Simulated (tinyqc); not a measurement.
Four-point probe, van der Pauw, Hall and spreading-resistance readings of a semiconductor layer: one step, computed by the program tinyqc. Command: `OMP_NUM_THREADS=1 python tinyqc.py 3112205 3112206 out.jsonl probe walk`. One thread of a shared host (Intel(R) Xeon(R) Processor @ 2.30GHz), about 0.01 s of CPU time with the checks.

The layer is uniform and ohmic; contacts are points unless a radius is given.

Task: Spreading resistance. Flat disc contact with the current density of a half-space: R = (rho/(4 a)) c, c = (4/pi) int_0^infinity K(x t/a) sin(x) J1(x)/x^2 dx for a conducting backing, K = tanh, with the voltage averaged over the disc; c tends to 1 for t >> a.

Inputs (values chosen for the exercise, modelled on n-type silicon): layer thickness t = 110 micrometre; radius a of the spreading-resistance contact = 1.8 micrometre.

Backing of the layer: conducting.

resistivity rho = 0.6749037 ohm cm

Give: rho/(4 a); factor c; spreading resistance; column estimate rho t/(pi a^2).

Result:

rho/(4 a) = 937.37 ohm

factor c = 0.99278

spreading resistance = 930.60 ohm

column estimate rho t/(pi a^2) = 72936 ohm
